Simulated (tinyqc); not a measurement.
Sensitivity of the reflectance: thin-film optics by transfer matrices.

Indices N = n + i k. Snell: N0 sin(theta) = N_j sin(theta_j), with Im(N_j cos theta_j) >= 0. Admittance y_j = N_j cos theta_j for s and N_j/cos theta_j for p. Phase delta_j = 2 pi N_j cos theta_j d_j/lambda. Layer matrix [[cos delta, -i sin delta/y], [-i y sin delta, cos delta]], multiplied from the top down to M. (B, C) = M (1, y_sub); r = (y0 B - C)/(y0 B + C), R = |r|^2, T = 4 Re y0 Re y_sub/|y0 B + C|^2, absorbed in the films 1 - R - T.

Parameters, chosen for this exercise (indices near those of resist, ARC on Si; not measured data): lam = 633 nm (vacuum wavelength); n0 = 1 (ambient index); n = (1.635, 1.668, 3.953) (n of resist, ARC, substrate); k = (0, 0.02, 0.021) (k in the same order); d = (110, 41.5) nm (thicknesses, top first); theta = 65 degrees (angle of incidence).

R for both polarisations.

Results for these values:
```
case     R_s     R_p     T_s
base  0.2709  0.1557  0.7204
```

What happens to each result for theta = 70 degrees, all else kept?

Answer: R_s rises from 0.2709 to 0.3029; R_p rises from 0.1557 to 0.2090; T_s falls from 0.7204 to 0.6888.

The same for each parameter in turn:
```
case                          R_s     R_p     T_s
base                       0.2709  0.1557  0.7204
d = (115, 41.5) nm         0.3209  0.1497  0.6710
n = (1.668, 1.668, 3.953)  0.3210  0.1472  0.6709
k = (0, 0.02, 0.033)       0.2718  0.1556  0.7195
lam = 638 nm               0.2587  0.1571  0.7326
theta = 70 degrees         0.3029  0.2090  0.6888
```

Computed by tinyqc, a small Python program: `OMP_NUM_THREADS=1 python tinyqc.py 1680496 1680497 out.jsonl` (the numbers bound the seed that draws the inputs); one thread of a shared host (Intel(R) Xeon(R) Processor @ 2.30GHz), about 0.01 s for the whole set of steps.
